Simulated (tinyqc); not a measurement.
Capture against depth of the level: configuration-coordinate model of carrier capture at a defect.

Two parabolas of equal curvature k in one coordinate Q: with the carrier free at the band edge, U_f = k Q^2/2; with the carrier trapped, U_t = k (Q - dQ)^2/2 - ET. ER = k dQ^2/2, Huang-Rhys factor S = ER/hw, hw = 0.0646541 sqrt(k/M) eV for k in eV/angstrom^2 and M in u. The curves cross at a height Eb = (ER - ET)^2/(4 ER) above the free minimum.

Multiphonon factor for giving p = ET/hw phonons to the lattice: W = exp(-S (2 nb + 1)) ((nb + 1)/nb)^(p/2) I_p(x), nb = 1/(exp(hw/kT) - 1), x = 2 S sqrt(nb (nb + 1)), I_p the modified Bessel function. Classical limit: W = hw exp(-Eb/kT)/sqrt(4 pi ER kT). At T = 0: exp(-S) S^p/Gamma(p + 1).

Constants: kB = 8.617333262e-05 eV/K.

Values chosen for the exercise (out of a larger set: of the size met at a deep level in Si; not measured data):
- ER = 0.09 eV (relaxation energy)
- hw = 0.043 eV (phonon energy of the mode)
- T = 77 K (temperature)

ET is varied at fixed ER, hw and T, as by moving the band edge with alloying or pressure.

Against ET:
```
ET/ER  ET (eV)  Eb (eV)  log10 W  log10 W, classical
0.10     0.009   0.0182   -0.804              -1.497
0.25     0.022   0.0127   -0.690              -1.133
0.50     0.045   0.0056   -0.583              -0.672
0.75     0.068   0.0014   -0.552              -0.396
1.00     0.090   0.0000   -0.577              -0.304
1.25     0.113   0.0014   -0.648              -0.396
1.50     0.135   0.0056   -0.757              -0.672
2.00     0.180   0.0225   -1.069              -1.777
3.00     0.270   0.0900   -1.980              -6.195
```

Capture is fastest at ET/ER = 0.75 among these rows, where the barrier vanishes or nearly so. The classical form is symmetric about ET = ER; the quantum one gives -0.58 at 0.5 and -0.76 at 1.5, against -0.67 for both. At ET = 3 ER it lies 4.2 decades above the classical value: deep levels capture by emitting many phonons, and the rate falls with depth by 10.1 decades per eV between the last two rows. Rows deeper than the gap of the host are formal.

Run: tinyqc, `OMP_NUM_THREADS=1 python tinyqc.py 1480777 1480778 out.jsonl`; Intel(R) Xeon(R) Processor @ 2.30GHz, one thread, shared host; about 0.01 s of CPU time with all checks.
